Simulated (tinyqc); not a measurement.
Comparisons within one model: standing waves and exposure in a photoresist film. A value that a table varies takes the place of the one given here.

Normal incidence from air. Unexposed resist: N1 = n1 + i k1 with k1 = (A + B) lam/(4 pi), lam in micrometres. r01 = (1 - N1)/(1 + N1), t01 = 2/(1 + N1). Below the resist lie the layer Na = na + i ka and the substrate Ns = ns + i ks: r12 = (r1a + ras x)/(1 + r1a ras x), x = exp(4 pi i Na da/lam), r1a = (N1 - Na)/(N1 + Na), ras = (Na - Ns)/(Na + Ns). With p = exp(2 pi i N1 d/lam), the field at depth z is E(z) = t01 [exp(2 pi i N1 z/lam) + r12 p^2 exp(-2 pi i N1 z/lam)]/(1 + r01 r12 p^2), the relative intensity I(z) = n1 |E(z)|^2 and the reflectance R = |(r01 + r12 p^2)/(1 + r01 r12 p^2)|^2.

Inputs chosen for the exercise (a resist on Si, indices near tabulated ones; shifted at random, so the results belong to these values and not to a real crystal):

| symbol | value | unit | meaning |
|---|---|---|---|
| lam | 193 | nm | vacuum wavelength |
| n1 | 1.704 |  | resist index |
| A | 0.06 | 1/micrometre | bleachable absorption (Dill A) |
| B | 0.93 | 1/micrometre | fixed absorption (Dill B) |
| d | 107 | nm | resist thickness |
| ns | 0.881 |  | substrate n |
| ks | 2.7 |  | substrate k |
| na | 1.836 |  | n of the bottom antireflection layer |
| ka | 0.363 |  | its k |
| da | 25 | nm | its thickness |

## Swing of the coupled dose with resist thickness

The mean of I is taken over 800 depths; the relative dose to clear is taken as 1/(mean of I over the lowest period, 60 depths), scaled to 1 in the first row.

Swing:

| d (nm) | R | mean I | relative dose |
|---|---|---|---|
| 107.0 | 0.0057 | 1.0142 | 1.000 |
| 116.4 | 0.0805 | 0.9539 | 1.096 |
| 125.9 | 0.1704 | 0.8501 | 1.226 |
| 135.3 | 0.1936 | 0.8027 | 1.269 |
| 144.8 | 0.1361 | 0.8424 | 1.193 |
| 154.2 | 0.0402 | 0.9381 | 1.086 |
| 163.6 | 0.0068 | 0.9857 | 1.064 |
| 173.1 | 0.0782 | 0.9222 | 1.161 |
| 182.5 | 0.1629 | 0.8294 | 1.291 |
| 191.9 | 0.1854 | 0.7906 | 1.335 |
| 201.4 | 0.1307 | 0.8306 | 1.260 |
| 210.8 | 0.0399 | 0.9168 | 1.154 |
| 220.3 | 0.0084 | 0.9548 | 1.132 |

The period is 56.6 nm, six rows. The relative dose swings between 1.000 and 1.335, a ratio (max - min)/mean of 0.285, against the estimate 4 sqrt(|r01|^2 |r12|^2) exp(-(A + B) d) = 0.220 for the oscillating part alone; the ratio from the table also holds the slow rise from absorption, 13.2 % over two periods, so the two are not strictly comparable.

## Tuning the antireflection layer

da takes the values listed; the contrast is (Imax - Imin)/(Imax + Imin) over the lowest period of the resist (60 depths).

Results:

| da (nm) | \|r12\|^2 | contrast |
|---|---|---|
| 0 | 0.5611 | 0.946 |
| 10 | 0.3141 | 0.835 |
| 20 | 0.0999 | 0.567 |
| 30 | 0.0436 | 0.403 |
| 40 | 0.0697 | 0.500 |
| 50 | 0.0856 | 0.511 |
| 60 | 0.0543 | 0.418 |
| 75 | 0.0021 | 0.091 |
| 90 | 0.0127 | 0.221 |
| 110 | 0.0211 | 0.263 |
| 140 | 0.0090 | 0.168 |

|r12|^2 starts at 0.5611 and is lowest, 0.0021, at 75 nm of those listed, where the contrast is 0.091 against 0.946. The contrast follows 2|r|/(1 + |r|^2), so even |r12|^2 = 0.01 leaves about 0.2. Values below 0.01 occur at 75 and 140 nm.

## What moves the exposure

The mean of I is over 800 depths. Each row changes one parameter from the base and keeps the others.

Results:

| case | \|r12\|^2 | R | mean I | I at the bottom |
|---|---|---|---|---|
| base | 0.0550 | 0.0057 | 1.0142 | 1.2488 |
| d = 117 nm | 0.0550 | 0.0870 | 0.9472 | 1.1310 |
| n1 = 1.721 | 0.0563 | 0.0094 | 1.0163 | 1.2556 |
| B = 1.13 1/micrometre | 0.0553 | 0.0060 | 1.0010 | 1.2201 |
| ks = 2.43 | 0.0463 | 0.0114 | 0.9966 | 1.1613 |
| da = 35 nm | 0.0528 | 0.1342 | 0.9082 | 0.5446 |
| ka = 0.472 | 0.0191 | 0.0201 | 0.9477 | 1.0831 |

The largest shifts from the base row, up to three for each result and ties (the steps differ in size, so this ranks the rows, not the parameters). |r12|^2: ka -0.0358, ks -0.0086, da -0.0022; unchanged at the printed digits by d. R: da +0.1285, d +0.0814, ka +0.0144. mean I: da -0.1061, d -0.0670, ka -0.0666. I at the bottom: da -0.7041, ka -0.1657, d -0.1178.

Program tinyqc; command `OMP_NUM_THREADS=1 python tinyqc.py 1651396 1651397 out.jsonl`; about 0.01 s on one thread of a shared Intel(R) Xeon(R) Processor @ 2.30GHz.
